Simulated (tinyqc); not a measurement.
# Gate voltage from the surface potential

Question. At the source end, Vgs + Vsb - Vfb - psi = gamma sqrt(G), G = psi - Vt + Vt exp((psi - 2 phiF - Vsb)/Vt), and the voltage over the insulator is gamma sqrt(G). Find that voltage and Vgs.

Values chosen for this exercise:

| symbol | value | unit | meaning |
|---|---|---|---|
| T | 300 | K | temperature |
| Vfb | -0.81 | V | flat-band voltage |
| Vsb | 0 | V | source-body reverse bias |

Constants: q = 1.602176634e-19 C, kB = 1.380649e-23 J/K, Vt = kB T/q. Results are converted to the units shown.

psi = 0.94192853 V
phiF = 0.37276315 V
gamma = 0.20137145 V^0.5

Solution. In this direction the relation is explicit: no iteration is needed.

voltage over the insulator = 1.46 V
Vgs = 1.59 V

Computed by the program tinyqc: `OMP_NUM_THREADS=1 python tinyqc.py 2360054 2360055 out.jsonl`, one thread of a shared Intel Xeon 2.30GHz, about 0.05 s for the whole run.
